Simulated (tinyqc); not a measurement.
Speciation in dilute and buffered hydrofluoric acid, oxide etch rate and bath loading. From one set of inputs to another, one input at a time. Computed by tinyqc, a small Python program. Command: `OMP_NUM_THREADS=1 python tinyqc.py 3120989 3120990 out.jsonl hfetch ladder`. One thread of a shared host (Intel(R) Xeon(R) Processor @ 2.30GHz), about 0.01 s of CPU time with the checks.

Concentrations stand for activities, NH4+ and Cl- are spectators, and water ionisation is neglected. H, F and HF2 denote the ions H+, F- and HF2-. The base temperature is 298 K.

The inputs printed are set A. Inputs not listed in the table keep their values of set A, so the rows need not describe a real material.

Inputs (values chosen for the exercise, of the order of those for thermal oxide at room temperature):
```
quantity                            value            unit
HF added                             0.89           mol/L
NH4F added                              0           mol/L
HCl added                            0.17           mol/L
K1 = [H][F]/[HF]                 0.000636           mol/L
K2 = [HF2]/([HF][F])                 3.76           L/mol
K3 = [H2F2]/[HF]^2                   2.86           L/mol
rate constant of neutral HF k_a        12  nm L/(min mol)
rate constant of HF2 k_b               57  nm L/(min mol)
activation energy                    0.38              eV
temperature error                    0.51               K
oxide removed per wafer                64              nm
```

Constants: k_B = 8.617333262e-05 eV/K.

Method:
- Fluoride balance: [HF] + [F] + 2 [HF2] + 2 [H2F2] = HF added + NH4F added. Acid balance: [H] + [HF] + [HF2] + 2 [H2F2] = HF added + HCl added. For a trial [H], [HF] = [H][F]/K1, and the fluoride balance is a quadratic in [F].
- The root is refined to 1e-13 in pH = -log10 [H].
- Rate = k_a ([HF] + 2 [H2F2]) + k_b [HF2], an empirical two-term form.
- Time = oxide/rate; a temperature error changes the rate by exp((E_a/k_B)(1/298 - 1/(298 + error))) - 1.

Each row keeps all changes above it:
```
input moved                                           from        to      pH  [HF2] (mol/L)  share of HF2 in the rate (%)
set A                                                    -         -  0.7631      0.0013818                         0.735
rate constant of neutral HF k_a (nm L/(min mol))        12       8.1  0.7631      0.0013818                         1.086
K2 = [HF2]/([HF][F]) (L/mol)                          3.76      4.19  0.7627      0.0015378                         1.207
HF added (mol/L)                                      0.89      0.11  0.7686      0.0000910                         0.581
HCl added (mol/L)                                     0.17         0  2.1146      0.0017685                        11.014
K1 = [H][F]/[HF] (mol/L)                          0.000636  0.000743  2.0823      0.0018968                        11.794
K3 = [H2F2]/[HF]^2 (L/mol)                            2.86      2.91  2.0833      0.0018872                        11.738
rate constant of HF2 k_b (nm L/(min mol))               57        54  2.0833      0.0018872                        11.189
```

pH goes from 0.763 to 2.08, a factor 2.73 in all. The largest single move comes from HCl added (a factor 2.75). [HF2] goes from 0.00138 to 0.00189, a factor 1.37 in all. The largest single move comes from HCl added (a factor 19.4), and HF added works against it (a factor 0.0592). Share of HF2 in the rate goes from 0.735 to 11.2, a factor 15.2 in all. The largest single move comes from HCl added (a factor 19.0), and HF added works against it (a factor 0.481). The single moves hold for this order of the switches; the total does not depend on the order.

Extremes, crossings and ranges named in words are read from the listed rows.
